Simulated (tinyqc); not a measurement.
From lone donors to an impurity band: impurity band of shallow donors (Hubbard estimate).

Constants: e^2/(4 pi eps0) = 14.39964547 eV angstrom.

Parameters, chosen for this exercise (out of a larger set: near those of two donors in Si; not measured data):
```
symbol  value                                      unit         meaning
a       16.9                                       angstrom     orbital radius
eps     11.6                                                    dielectric constant
Ns      (0.037, 0.093, 0.22, 0.56, 1.3, 2.8, 5.6)  x 1e18/cm^3  donor densities
```

Donors on a simple cubic lattice of spacing R = N^(-1/3) (1/angstrom^3 = 1e24/cm^3), Ha* = q/(eps a), q = e^2/(4 pi eps0), x = R/a. Hopping t = Ha* (1 + x) exp(-x), band width B = 12 t, on-site repulsion U = (5/8) Ha*; the gap closes near B/U = 1.15. Valley factors and disorder are left out.

Results:
```
N (1e18/cm^3),R (angstrom),N^(1/3) a,t (meV),B (meV),B/U
0.037,300.1,0.056,2.67e-05,0.000321,6.99e-06
0.093,220.7,0.077,0.00220,0.0264,0.000574
0.22,165.7,0.102,0.0439,0.527,0.0115
0.56,121.3,0.139,0.458,5.50,0.120
1.3,91.6,0.184,2.08,25.0,0.545
2.8,70.9,0.238,5.74,68.8,1.50
5.6,56.3,0.300,11.4,136,2.97
```

B/U passes 1.15 between 1.3 and 2.8 x 1e18/cm^3; the root is x = 4.52, N^(1/3) a = 0.221, N = 2.2 x 1e18/cm^3, below the 3.6 that the empirical rule N^(1/3) a = 0.26 gives; the estimate is rough, since random positions, the overlap of the orbitals and screening are left out. While N grows by 151 times, t grows by 4.25e+05 times.

tinyqc: `OMP_NUM_THREADS=1 python tinyqc.py 1252473 1252474 out.jsonl`; about 0.01 s, one thread, shared Intel(R) Xeon(R) Processor @ 2.30GHz.
